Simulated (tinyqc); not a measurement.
Periodic multilayer mirror for extreme ultraviolet light: sweeps and comparisons. A value that a table varies takes the place of the one given here.

s polarisation, vacuum above. q_j = sqrt(N_j^2 - sin^2 theta); interface r_jk = (q_j - q_k)/(q_j + q_k) exp(-2 (2 pi/lam)^2 q_j q_k sg^2) (Nevot-Croce; sg = 0 if not given); phase factor of a layer x_j = exp(4 pi i q_j d_j/lam). Each period has the spacer (thickness (1 - Gm) L) on top of the absorber (Gm L). In this recursion R is the amplitude; R in tables and results is the reflectance, its squared modulus. The substrate is of the spacer material. Starting with R = 0 in it, each interface upward gives R -> (r + R x)/(1 + r R x), x that of the layer below the interface (1 for the substrate).

Parameters, chosen for this exercise (optical constants near those of Mo and Si at 13.5 nm; shifted at random, so the results belong to these values and not to a real crystal): lam = 13.5 nm (wavelength); dA = (0.0754, 0.00674) (delta and beta of the absorber, N = 1 - delta + i beta); dS = (0.0009, 0.00185) (delta and beta of the spacer and the substrate); L = 6.88 nm (period); Gm = 0.32 (absorber share of the period); theta = 3 degrees (angle from the normal); sg = 0.2 nm (interface roughness); Np = 40 (periods).

## Number of periods

The last column sets both beta to zero.

Reflectance:
```
periods      R  R without absorption
5        0.081                 0.090
10       0.250                 0.301
15       0.413                 0.526
20       0.533                 0.703
30       0.658                 0.897
40       0.701                 0.967
50       0.715                 0.990
60       0.719                 0.997
80       0.721                 1.000
100      0.721                 1.000
```

R reaches 0.701 at 40 periods and 0.721 at 100; it stays within 0.01 of the last value from 50 periods on. Without absorption the last value is 1.000: absorption, not the count of layers, caps the mirror, and the roughness, which weakens each reflection, lowers that cap further.

## Wavelength

The optical constants are held fixed.

Reflectance:
```
lam (nm)      R
12.9      0.108
13.0      0.080
13.1      0.321
13.2      0.536
13.3      0.639
13.4      0.688
13.5      0.701
13.6      0.667
13.7      0.505
13.8      0.117
13.9      0.079
14.0      0.116
14.1      0.036
14.2      0.015
14.3      0.046
```

The largest value listed is 0.701 at 13.5 nm, against lam_B = 2 L Re(mean q) = 13.400 nm; the peak lies on the long side, where the nodes of the standing wave fall in the absorber. R exceeds half of that from 13.2 to 13.7 nm of the wavelengths listed, at least 3.7 % of the wavelength; a chain of ten mirrors narrows it, since R^10 falls to half where R has lost only 7 %.

## Absorber share

For each Gm the period is set so that lam_B = 2 L Re(mean q) equals lam - 0.09 nm.

Results:
```
Gm    L (nm)      R
0.15   6.797  0.467
0.20   6.822  0.589
0.25   6.848  0.658
0.30   6.874  0.693
0.35   6.901  0.710
0.40   6.927  0.715
0.45   6.954  0.712
0.50   6.981  0.702
0.60   7.036  0.662
0.70   7.091  0.583
```

The largest value listed is 0.715 at 0.4. The contrast of a period goes as sin(pi Gm) and is largest at 0.5, while the loss grows with Gm; R is 0.702 at 0.5, 0.693 at 0.3 and 0.583 at 0.7. Absorption pulls the best share below 0.5.

## Angle of incidence

Results:
```
theta (degrees)  lam_B (nm)      R
0                    13.420  0.701
2                    13.411  0.702
4                    13.385  0.700
6                    13.342  0.691
8                    13.282  0.655
10                   13.205  0.528
12                   13.111  0.164
14                   13.000  0.093
16                   12.872  0.095
18                   12.727  0.019
20                   12.566  0.047
```

lam_B = 2 L Re(mean q) falls with the angle, from 13.420 to 12.566 nm; the largest value listed is 0.702 at 2 degrees. R stays above 90 % of that value at 0, 2, 4, 6 and 8 degrees, which bounds the cone of light that a mask or mirror with this period accepts.

## Tolerances

R of the mirror, and R^10 for a chain of ten such mirrors. Each row changes one parameter from the base and keeps the others.

Results:
```
case                         R    R^10
base                    0.7013  0.0288
L = 6.92 nm             0.6938  0.0258
Gm = 0.36               0.7086  0.0319
theta = 5 degrees       0.6973  0.0272
sg = 0.4 nm             0.6839  0.0224
dA = (0.0754, 0.00809)  0.6798  0.0211
lam = 13.55 nm          0.6926  0.0254
```

The largest shifts from the base row, up to three for each result and ties (the steps differ in size, so this ranks the rows, not the parameters). R: dA -0.0215, sg -0.0174, lam -0.0087. R^10: dA -0.00770, sg -0.00640, lam -0.00339.

(tinyqc, `OMP_NUM_THREADS=1 python tinyqc.py 1651141 1651142 out.jsonl`, Intel(R) Xeon(R) Processor @ 2.30GHz, 1 thread, shared host, about 0.01 s.)
